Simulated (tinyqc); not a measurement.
# Resonant-tunnelling diode, transfer matrices and Tsu-Esaki current: two studies

Emitter (band edge 0), barrier d1, well Lw, barrier d2, collector (edge -V). The bias drops linearly over these layers and none in the contacts; each layer is cut into ns equal slices, flat at the value of their centres. E is the energy of motion across the layers, C = hbar^2/(2 m0), psi and psi'/m are continuous. Transport is coherent, T(E) is taken as independent of the transverse momentum, and charge in the well is ignored.

Values chosen for this exercise; masses and offsets of a made-up heterostructure: temperature T = 150 K; mass in the well, spacer and contacts mw = 0.19 m0; barrier height U1 = 1.4 eV; barrier mass m1 = 0.48 m0; emitter barrier d1 = 0.8 nm; well width Lw = 1.9 nm; collector barrier d2 = 0.8 nm; slices in each layer ns = 3; Fermi energy of both contacts above their band edges Ef = 0.14 eV; bias of the collector V = 0.18 V.

Constants: q = 1.602176634e-19 C, kB = 1.380649e-23 J/K, hbar = 1.054571817e-34 J s, m0 = 9.1093837015e-31 kg, Vt = kB T/q, hbar^2/(2 m0) = 0.0380998212 eV nm^2. Results are converted to the units shown.

Each table varies one quantity; the others keep the values above.

## Effect of the emitter barrier

For the pair (psi, psi'/m) a flat layer has M = [[cos kd, (m/k) sin kd], [-(k/m) sin kd, cos kd]] with k = sqrt(m (E - U)/C) above its edge U, and M = [[cosh Kd, (m/K) sinh Kd], [(K/m) sinh Kd, cosh Kd]] with K = sqrt(m (U - E)/C) below it. Later slices stand to the left. With M acting on (psi, psi'/m) and v = k/m in each lead, T(E) = 4 vL vR/[(vL vR M12 - M21)^2 + (vR M11 + vL M22)^2]. J = J0 times the integral over E > 0 of T(E) N(E), N = ln[(1 + exp((Ef - E)/Vt))/(1 + exp((Ef - V - E)/Vt))], J0 = q^2 mw m0 kB T/(2 pi^2 hbar^3) (times 1e-4 for A/cm^2 per eV). The integral is converged to the digits shown. The resonance is the first maximum of T(E) for E > 0, G its full width at half maximum.

Effect of the emitter barrier:
```
d1 (nm)	Er (eV)	Tp	G (meV)	J (kA/cm^2)
0.5	0.1286	0.5569	4.212	177.8
0.6	0.1264	0.8519	2.272	161.9
0.8	0.1216	0.8638	1.005	88.38
0.9	0.1192	0.5710	0.8244	52.35
1.1	0.1148	0.1568	0.7004	14.22
1.2	0.1127	0.07410	0.6798	6.963
1.4	0.1089	0.01556	0.6607	1.592
```

Read the table: what changes, and by how much?

As d1 grows from 0.5 to 1.4 nm, G falls from 4.21 to 0.661 meV, Tp goes from 0.557 through a maximum of 0.864 (at d1 = 0.8 nm among the rows listed) to 0.0156, and J falls from 178 to 1.59 kA/cm^2. The product G Tp changes by a factor of 0.00438 and J by 0.00895; the rest comes from the shift of Er (0.129 to 0.109 eV) against the supply function and from current off resonance. In 2 of the 7 rows a layer is thinner than 0.8 nm, a few atomic planes, where an effective mass is a rough description.

## Effect of the Fermi energy

Same model as above.

Er is the first maximum of T(E) at this bias.

Effect of the Fermi energy:
```
Ef (eV)	N at Er = 0.1216 eV	J (kA/cm^2)
0.03	8.360e-4	0.05558
0.057	0.006731	0.4101
0.083	0.04924	2.819
0.109	0.3201	17.62
0.136	1.398	75.45
0.162	3.168	170.4
0.188	5.143	276.8
0.215	7.225	389.4
```

J rises from 0.0556 to 389 kA/cm^2, a factor of 7010, while N at the resonance grows by 8640. They differ because with Ef well below Er the tail of the resonance at lower energy carries a larger share.

Program tinyqc, `OMP_NUM_THREADS=1 python tinyqc.py 2600137 2600138 out.jsonl`; Intel Xeon 2.30GHz, shared host, one thread, about 0.2 s.
